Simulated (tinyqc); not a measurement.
Inside a calculation. Model: reverse leakage of an n+-p junction: diffusion, generation, trap-assisted and band-to-band tunnelling.

Program tinyqc, `OMP_NUM_THREADS=1 python tinyqc.py 2290064 2290065 out.jsonl`; Intel Xeon 2.30GHz, shared host, one thread, about 0.01 s. Printed values are rounded; ~0 in a residual or rate marks an entry under 1e-11 of the largest of its column.

One-sided abrupt junction in the depletion approximation, x from the junction (0) to W on the p side, field F = F0 (1 - x/W). Flat quasi-Fermi levels, long p side. Traps generate through SRH with both lifetimes shortened by 1 + Gamma (Hurkx enhancement, form for moderate fields); band-to-band generation is local and needs a total bending above Eg.

Parameters, values chosen for the exercise; band and dielectric values close to those of silicon:
- T = 400 K (temperature)
- Eg = 1.1 eV (band gap)
- eps_r = 11.5 (relative permittivity)
- Nc = 4.26e19 cm^-3 (conduction-band density of states at T)
- Nv = 4.06e19 cm^-3 (valence-band density of states at T)
- Na = 1.7e16 cm^-3 (acceptor density of the lighter side)
- Nd = 5e19 cm^-3 (donor density of the heavier side)
- tau = 2e-8 s (SRH lifetime of both carriers at zero field)
- Et = 0 eV (trap level above the intrinsic level)
- mt = 0.24 m0 (tunnelling mass)
- Dn = 23 cm^2/s (electron diffusion coefficient on the lighter side)
- Ab = 2.2e14 cm^-0.5 V^-2.5 s^-1 (band-to-band prefactor)
- Bb = 1.84e7 V/cm (band-to-band field constant)
- VR = 2.6 V (reverse bias)

Constants: q = 1.602176634e-19 C, kB = 1.380649e-23 J/K, hbar = 1.054571817e-34 J s, m0 = 9.1093837015e-31 kg, Vt = kB T/q, eps0 = 8.8541878128e-14 F/cm where lengths are in cm. Results are converted to the units shown.

Range of the model: The n+ side is degenerate, so Vbi from Boltzmann statistics is only a guide.

## Field, scales and diffusion current

ni = sqrt(Nc Nv) exp(-Eg/(2 Vt)), Eg in volts; Vbi = Vt ln(Na Nd/ni^2); W = sqrt(2 eps0 eps_r (Vbi + VR)/(q Na)); F0 = 2 (Vbi + VR)/W; FG = sqrt(24 mt m0 (kB T)^3)/(q hbar); J_diff = q ni^2 sqrt(Dn/tau)(1 - exp(-VR/Vt))/Na.

ni = 4.889594e12 cm^-3
Vbi = 0.8374078 V
W = 506.9605 nm
F0 = 135.6085 kV/cm
FG = 556.3961 kV/cm
J_diff = 7.641102e-6 A/cm^2

## Generation rates across the layer

u = (Vbi + VR)(1 - x/W)^2, p = Na exp(-u/Vt), n = Nd exp((u - Vbi - VR)/Vt); G0 = ni^2 (1 - exp(-VR/Vt))/(tau (n + p + 2 ni cosh(Et/Vt))); Gamma = 2 sqrt(3 pi)(F/FG) exp((F/FG)^2); trap-assisted part G0 Gamma; G_bb = Ab F^2.5 exp(-Bb/F) with F in V/cm, zero unless Vbi + VR > Eg. 13 equal steps.

```
point	x (nm)	F (kV/cm)	Gamma	G0 (cm^-3 s^-1)	G0 Gamma (cm^-3 s^-1)	G_bb (cm^-3 s^-1)
0	0.0000	135.6085	1.588059	2.390813e13	3.796751e13	1.762045e-32
1	38.9970	125.1771	1.453075	4.068931e19	5.912464e19	1.772222e-37
2	77.9939	114.7456	1.321261	1.222395e20	1.615103e20	2.241909e-43
3	116.9909	104.3142	1.192313	1.222399e20	1.457482e20	~0
4	155.9879	93.8828	1.065939	1.222399e20	1.303002e20	~0
5	194.9848	83.4514	0.9418565	1.222399e20	1.151324e20	~0
6	233.9818	73.0200	0.8197907	1.222399e20	1.002111e20	~0
7	272.9787	62.5885	0.6994743	1.222397e20	8.550354e19	~0
8	311.9757	52.1571	0.5806458	1.221566e20	7.092973e19	~0
9	350.9727	41.7257	0.4630495	1.074174e20	4.973958e19	~0
10	389.9696	31.2943	0.3464337	1.275360e19	4.418278e18	~0
11	428.9666	20.8628	0.2305503	7.404629e17	1.707139e17	0
12	467.9636	10.4314	0.1151536	1.267316e17	1.459361e16	0
13	506.9605	0.0000	0	7.027760e16	0	0
```

## Current components

Each current is q times the trapezoid sum of its rate; J adds J_diff; J_bb under 1e-8 of the sum is given as 0.

J_SRH = 6.356455e-4 A/cm^2
J_TAT = 5.765677e-4 A/cm^2
J_bb = 0 A/cm^2
J = 0.001219854 A/cm^2

A fine grid gives J = 0.001239 A/cm^2; the coarse sum is 1.6 % below it. On the fine grid the largest part is SRH generation (51.9 %). The simple estimate q ni W/(2 tau cosh(Et/Vt)) is 54 % above the fine-grid J_SRH of 6.433e-4 A/cm^2, since near both edges n or p is large enough to quench generation.
